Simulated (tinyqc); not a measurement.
Barrier width: Kronig-Penney superlattice by transfer matrices.

Wells (width a, potential 0, mass mw) alternate with barriers (width b, height V0, mass mb); period d = a + b; c = hbar^2/2m0. The vector (psi, psi'/m) is continuous, and a layer of thickness t carries it by M = [[cos kt, (m/k) sin kt], [-(k/m) sin kt, cos kt]] with k = sqrt(m (E - V)/c); for E < V, k = i kappa gives [[cosh, (m/kappa) sinh], [(kappa/m) sinh, cosh]] of kappa t. A Bloch state obeys cos(q d) = tr(Mb Mw)/2.

Constants: hbar^2/2m0 = 3.80998211 eV angstrom^2.

Values chosen for the exercise (near those of a non-polar GaN superlattice with barriers of AlGaN; shifted at random, so the results belong to these values and not to a real crystal): a = 46 angstrom (well width); V0 = 0.45 eV (barrier height); mw = 0.195 m0 (mass in the wells); mb = 0.236 m0 (mass in the barriers); bs = (3, 4.5, 6, 7.8, 9.6, 12, 15) angstrom (barrier widths).

First miniband against b. m_z = -2 c f'/d^2 with f = tr M/2 at the bottom of the band. E1 is the level of the single well, kappa1 its decay constant in the barrier.

First miniband:

| b (angstrom) | bottom (eV) | top (eV) | W (meV) | ln W | m_z (m0) |
|---|---|---|---|---|---|
| 3.0 | 0.0218 | 0.0785 | 56.75 | 4.039 | 0.209 |
| 4.5 | 0.0287 | 0.0736 | 44.88 | 3.804 | 0.224 |
| 6.0 | 0.0339 | 0.0694 | 35.50 | 3.569 | 0.244 |
| 7.8 | 0.0387 | 0.0654 | 26.79 | 3.288 | 0.276 |
| 9.6 | 0.0421 | 0.0623 | 20.21 | 3.006 | 0.319 |
| 12.0 | 0.0454 | 0.0593 | 13.88 | 2.630 | 0.397 |
| 15.0 | 0.0480 | 0.0567 | 8.670 | 2.160 | 0.537 |

E1 = 0.0524 eV
kappa1 = 0.1569 1/angstrom

W falls from 56.8 to 8.67 meV, and both edges close in on E1. The slope of ln W is -0.1565 per angstrom over the first two rows and -0.1568 over the last two, against -kappa1 = -0.1569: the width follows one power of the tunnelling amplitude once the wells couple weakly. m_z grows by a factor 2.6. Layers under about 10 angstrom are at the limit of envelope theory.

tinyqc: `OMP_NUM_THREADS=1 python tinyqc.py 1252613 1252614 out.jsonl`; about 0.06 s, one thread, shared Intel(R) Xeon(R) Processor @ 2.30GHz.
